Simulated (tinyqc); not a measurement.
Inside a calculation. Model: minority-electron transport through the base of a bipolar transistor (Moll-Ross and Kroemer integrals). Computed by tinyqc, a small Python program that keeps every step. Command: `OMP_NUM_THREADS=1 python tinyqc.py 3011536 3011537 out.jsonl base walk`. One thread of a shared host (Intel(R) Xeon(R) Processor @ 2.30GHz), about 0.01 s of CPU time with the checks. Intermediate numbers are printed to about 5 digits and carried at full precision; extremes and crossings named in words are read from the listed rows.

Low injection, one dimension, x from the emitter edge (0) to the collector edge (W), s = x/W. Recombination is treated as a small correction (valid for tau_B well below tau_n), computed from the stored charge.

Inputs (values chosen for the exercise, modelled on silicon): intrinsic density n_i at the emitter edge = 1.1e+10 1/cm^3; base doping at the emitter edge N_0 = 2.7e+18 1/cm^3; base width W = 160 nm; mu_min = 170 cm^2/(V s); mu_max = 1330 cm^2/(V s); N_ref = 1.8e+17 1/cm^3; saturation velocity v_s = 0.72 1e7 cm/s; electron lifetime tau_n = 170 ns; emitter Gummel number G_E = 2.1e+13 s/cm^4; base-emitter voltage V_BE = 0.68 V; temperature T = 300 K; doping ratio N_0/N(W) = 4.

Base doping profile: Gaussian. Gap grading: none. Exit of the base: saturation velocity.

Constants: k_B = 8.617333262e-05 eV/K; e = 1.602176634e-19 C.

## Profile and built-in field

N(x) = N_0 (ratio)^(-s^2); n_i(x) = n_i; D(x) = (k_B T/e) mu, mu = mu_min + (mu_max - mu_min)/(1 + (N/N_ref)^0.7). Field that drives electrons towards the collector, averaged over the base: (k_B T/e) ln[N_0 n_i(W)^2/(N(W) n_i^2)]/W.

Across the base:
```
s    N (1/cm^3)  n_i(x)^2/n_i^2  D (cm^2/s)  y (s/cm^5)
0.0  2.7000e+18               1       8.311  3.2485e+17
0.2  2.5544e+18               1       8.445  3.0245e+17
0.4  2.1629e+18               1       8.871  2.4381e+17
0.6  1.6392e+18               1       9.661  1.6966e+17
0.8  1.1118e+18               1      10.947  1.0157e+17
1.0  6.7500e+17               1      12.908  5.2292e+16
```

drift factor eta (potential drop in k_B T/e) = 1.3863

mean built-in field = 2.2399 kV/cm

## Collector current and transit time

With y(x) = N n_i^2/(D n_i(x)^2): base Gummel number G_B = int_0^W y dx + N(W) n_i^2/(v_s n_i(W)^2); J_C = e n_i^2 exp(e V_BE/k_B T)/G_B; n(x) = (J_C/e)(n_i(x)^2/(N n_i^2)) [int_x^W y dx + the same exit term]; transit time tau_B = (e/J_C) int n dx; trapezoid rule on 401 even points.

base Gummel number G_B = 3.3234e+12 s/cm^4

collector current density J_C = 1.5467 A/cm^2

base transit time tau_B = 9.5913 ps

share of the exit term in G_B = 2.8209 %

mean velocity W/tau_B = 0.16682 1e7 cm/s

Plain diffusion with the D of the emitter edge would take W^2/(2D) = 15.4 ps, 1.61 times the result.

## Gain and speed

Emitter-limited gain beta_E = G_E/G_B; recombination-limited gain beta_R = tau_n/tau_B; 1/beta = 1/beta_E + 1/beta_R; f_T from the base alone = 1/(2 pi tau_B).

beta_E = 6.3188

beta_R = 17724

current gain beta = 6.3165

f_T from the base alone = 16.594 GHz

The gain is limited mainly by hole injection into the emitter (100 % of the base current).

## What grading buys

N(x) = N_0 (ratio)^(-s^2); n_i(x)^2 = n_i^2 exp(s dE_g/k_B T); D(x) = (k_B T/e) mu, mu = mu_min + (mu_max - mu_min)/(1 + (N/N_ref)^0.7).

The same base with other gradings:
```
dE_g (meV)  dE_g/k_B T  G_B (s/cm^4)  J_C gain  tau_B (ps)  speed gain
0                0.000    3.3234e+12    1.0000      9.5913      1.0000
25               0.967    2.3567e+12    1.4102      7.5615      1.2684
50               1.934    1.7706e+12    1.8770      6.1772      1.5527
75               2.901    1.3936e+12    2.3849      5.1916      1.8475
100              3.868    1.1377e+12    2.9213      4.4628      2.1492
150              5.802    8.2111e+11    4.0475      3.4691      2.7647
200              7.736    6.3732e+11    5.2147      2.8301      3.3890
300             11.605    4.3688e+11    7.6073      2.0633      4.6486
```

At 100 meV J_C rises by a factor 2.92 and the transit is 2.15 times faster; at 300 meV the factors are 7.61 and 4.65. For a uniform base without exit term both tend to be linear in dE_g/k_B T, J_C as x/(1 - exp(-x)) and the speed as x/2. From 300 meV on the mean velocity W/tau_B exceeds v_s, so those speed gains are overstated.

Checks made by the program: Gummel integral against a 60-point Gauss rule (relative difference 5e-08).
